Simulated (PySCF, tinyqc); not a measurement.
CISD on RHF in the 6-31g basis, for H2, spin multiplicity 1, step by step. The lowest restricted solution is unstable here: a spin-polarised one lies 0.0159 hartree lower (PySCF). One step of it, computed by the program tinyqc.

Task: Iteration 1: building the Fock matrix. J_ij = sum D_kl (ij|kl), K_ij = sum D_kl (ik|jl); F = H + J - 0.5 K; E = tr D H + tr D J / 2 - 0.25 tr D K + E_nn.

D at the start, lower triangle:
```
          1H 1s     1H 2s     2H 1s     2H 2s
1H 1s  0.203402
1H 2s  0.223436  0.245442
2H 1s  0.203402  0.223436  0.203402
2H 2s  0.223436  0.245442  0.223436  0.245442
```

core Hamiltonian H = T + V (hartree), lower triangle:
```
           1H 1s      1H 2s      2H 1s      2H 2s
1H 1s  -0.622499
1H 2s  -0.722708  -0.753758
2H 1s  -0.144419  -0.331540  -0.622499
2H 2s  -0.331540  -0.501998  -0.722708  -0.753758
```

Two-electron integrals (ij|kl) in chemists' order, unique and non-zero (hartree):
```
(11|11) 1.076566   (21|11) 0.578470   (21|21) 0.329423   (22|11) 0.587396
(22|21) 0.361304   (22|22) 0.453150   (31|11) 0.043529   (31|21) 0.026489
(31|22) 0.032160   (31|31) 0.003826   (32|11) 0.108129   (32|21) 0.069673
(32|22) 0.096129   (32|31) 0.011497   (32|32) 0.045084   (33|11) 0.364616
(33|21) 0.239204   (33|22) 0.348821   (33|31) 0.043529   (33|32) 0.204015
(33|33) 1.076566   (41|11) 0.204015   (41|21) 0.117685   (41|22) 0.131744
(41|31) 0.011497   (41|32) 0.031052   (41|33) 0.108129   (41|41) 0.045084
(42|11) 0.273515   (42|21) 0.171440   (42|22) 0.224496   (42|31) 0.020373
(42|32) 0.069194   (42|33) 0.273515   (42|41) 0.069194   (42|42) 0.135007
(43|11) 0.239204   (43|21) 0.156321   (43|22) 0.225805   (43|31) 0.026489
(43|32) 0.117685   (43|33) 0.578470   (43|41) 0.069673   (43|42) 0.171440
(43|43) 0.329423   (44|11) 0.348821   (44|21) 0.225805   (44|22) 0.321281
(44|31) 0.032160   (44|32) 0.131744   (44|33) 0.587396   (44|41) 0.096129
(44|42) 0.224496   (44|43) 0.361304   (44|44) 0.453150
```

nuclear repulsion = 0.36494980 hartree

Give: Coulomb J; exchange K; Fock matrix F; total energy of this density.

Result:

Coulomb J (hartree), lower triangle:
```
        1H 1s   1H 2s   2H 1s   2H 2s
1H 1s  1.1798
1H 2s  0.7061  0.8680
2H 1s  0.0790  0.2758  1.1798
2H 2s  0.2758  0.5111  0.7061  0.8680
```

exchange K (hartree), lower triangle:
```
        1H 1s   1H 2s   2H 1s   2H 2s
1H 1s  0.7538
1H 2s  0.6540  0.6710
2H 1s  0.3450  0.4736  0.7538
2H 2s  0.4736  0.5755  0.6540  0.6710
```

Fock matrix F (hartree), lower triangle:
```
         1H 1s    1H 2s    2H 1s    2H 2s
1H 1s   0.1804
1H 2s  -0.3435  -0.2213
2H 1s  -0.2379  -0.2925   0.1804
2H 2s  -0.2925  -0.2786  -0.3435  -0.2213
```

total energy of this density = -0.989028 hartree
